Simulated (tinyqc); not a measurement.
# Thin film between two gates, subbands and threshold shift from confinement: two studies

Undoped body with a flat potential across it, hard walls, transport along x. One isotropic valley (g = 1, mx = my = mz = me). Non-parabolicity enters the subband edges through E (1 + al E) = gamma, so E = 2 gamma/(1 + sqrt(1 + 4 al gamma)); motion within a subband is taken as parabolic with the band-edge mass. Energies are counted from the bulk band edge.

Parameters, values chosen for the exercise; masses close to those of GaAs:
```
symbol   value     unit                                                meaning
T          300        K                                            temperature
me      0.0678       m0                                  mass at the band edge
al        0.65     1/eV                                       non-parabolicity
t         13.1       nm                               film thickness (along z)
dl         0.2       nm  widening of the box by penetration into the insulator
Cg         2.5  uF/cm^2                 gate capacitance per area of interface
```

Constants: q = 1.602176634e-19 C, kB = 1.380649e-23 J/K, hbar = 1.054571817e-34 J s, m0 = 9.1093837015e-31 kg, Vt = kB T/q, hbar^2/(2 m0) = 0.0380998212 eV nm^2. Results are converted to the units shown.

Each table varies one quantity; the others keep the values above.

## Confinement against the film thickness

gamma = C (pi k/(t + dl))^2/mz, C = hbar^2/(2 m0). Each subband has N_k = g sqrt(mx my) m0 kB T/(pi hbar^2); without degeneracy n = exp(EF/Vt) sum N_k exp(-E_k/Vt). Classical value Nc times t, Nc = sum over valleys of 2 g (m m0 kB T/(2 pi hbar^2))^1.5 with m = (mx my mz)^(1/3). Threshold shift dVT = Vt ln(classical value/sum N_k exp(-E_k/Vt)). With degeneracy n = sum N_k F((EF - E_k)/Vt), F(x) = ln(1 + exp(x)); gate: Vg = EF + q n/(Cg P), P = 2 (both faces), summed over the 60 lowest subbands at most, with Vg counted from the value that would put EF at the bulk band edge of an empty body. The last two columns are for Vg = 0.6 V; sensitivity d(dVT)/dt by central differences between 0.99 and 1.01 times the value.

Confinement against the film thickness:
```
t (nm),E_1 (meV),gap to the next edge (meV),dVT (mV),sensitivity (mV/nm),n/P (cm^-2),share of the lowest subband (%)
3,424.5,787.4,380.4,-209.5,1.308e12,100.0
3.8,291.4,590.1,253.4,-118.9,2.291e12,100.0
4.8,196.7,433.0,164.7,-65.29,2.994e12,100.0
6.1,128.9,306.7,103.2,-33.76,3.515e12,99.05
7.7,84.25,213.6,64.50,-16.93,4.143e12,85.54
9.8,53.59,143.1,39.98,-7.832,4.783e12,71.03
12,36.40,100.5,27.60,-3.981,5.219e12,62.17
16,20.85,59.49,17.47,-1.598,5.832e12,49.87
20,13.47,39.10,12.80,-0.8550,6.251e12,42.13
```

What does the table show?

As t grows from 3 to 20 nm, E_1 falls from 424 to 13.5 meV and dVT falls from 380 to 12.8 mV. E_1 goes as t^(-1.59) at the thin end (-2 for a parabolic band without penetration); a thickness error of 0.2 nm moves the threshold by 42 mV in the first row and 0.17 mV in the last. The charge per interface area rises from 1.31e12 to 6.25e12 cm^-2. For t = 6.1, 7.7, 9.8, 12, 16, 20 the charge in the last two columns would bend the potential across the body noticeably, which is left out.

## Charge and subband filling against gate voltage

Same model as above.

Each subband has N_k = g sqrt(mx my) m0 kB T/(pi hbar^2). Cq = q dn/dEF.

Charge and subband filling against gate voltage:
```
Vg (V),EF - E_1 (eV),n (cm^-2),n/P (cm^-2),share of the lowest subband (%),Cq/(Cg P),total C/(Cg P)
-0.12,-0.1508,2.218e9,1.109e9,96.48,0.002746,0.002738
0.01,-0.02789,2.233e11,1.116e11,95.97,0.2413,0.1944
0.13,0.04768,1.610e12,8.049e11,90.56,0.9539,0.4882
0.26,0.1057,3.857e12,1.929e12,77.90,1.526,0.6042
0.38,0.1503,6.208e12,3.104e12,68.63,1.818,0.6451
0.51,0.1945,8.888e12,4.444e12,61.97,2.101,0.6775
0.63,0.2312,1.149e13,5.743e12,57.02,2.425,0.7080
0.76,0.2679,1.440e13,7.199e12,52.69,2.644,0.7256
0.88,0.3003,1.713e13,8.566e12,49.64,2.755,0.7337
```

Read the table: what changes, and by how much?

EF passes E_1 = 0.0307 eV at Vg = 0.0478 V. The share of the lowest subband falls from 96.5 to 49.6 % and the total capacitance rises from 0.00274 to 0.734 of Cg P. In the last row 27 % of an added gate voltage goes into raising EF (from the last two rows). For Vg = 0.13, 0.26, 0.38, 0.51, 0.63, 0.76, 0.88 the charge would bend the potential across the body noticeably, which is left out.

tinyqc, about 0.03 s, one thread, Intel Xeon 2.30GHz (shared host): `OMP_NUM_THREADS=1 python tinyqc.py 2350080 2350081 out.jsonl`
